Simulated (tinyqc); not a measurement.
Microkinetic model of a Langmuir-Hinshelwood surface reaction A + (1/2) B2 = AB with Bronsted-Evans-Polanyi barriers: one step, computed by the program tinyqc.

A adsorbs in equilibrium; B2 dissociates irreversibly on two free sites; adsorbed A and B react irreversibly and AB leaves at once. theta_A + theta_B + theta_* = 1.

Problem. Steady state in closed form. theta_A = K_A p_A theta_*; 2 k1 p_B theta_*^2 = k2 theta_A theta_B, so theta_B = w theta_* with w = 2 k1 p_B/(k2 K_A p_A); theta_* = 1/(1 + K_A p_A + w); rate r = k2 theta_A theta_B.

Inputs (values chosen for the exercise, for a model catalyst): pressure p_A = 0.0078 bar; pressure p_B = 0.011 bar; temperature T = 550 K.

K_A = 38160.72 1/bar

k1 = 1008093 1/(bar s)

k2 = 395.8464 1/s

Give: w; theta_*; theta_A; theta_B; rate r.

Solution.

w = 0.1882

theta_* = 0.003346

theta_A = 0.9960

theta_B = 6.299e-04

rate r = 0.2483 1/s per site

The surface is covered by A, which blocks dissociation. Caution: the linear relation gives a negative E1, which is set to zero: dissociation is not activated.
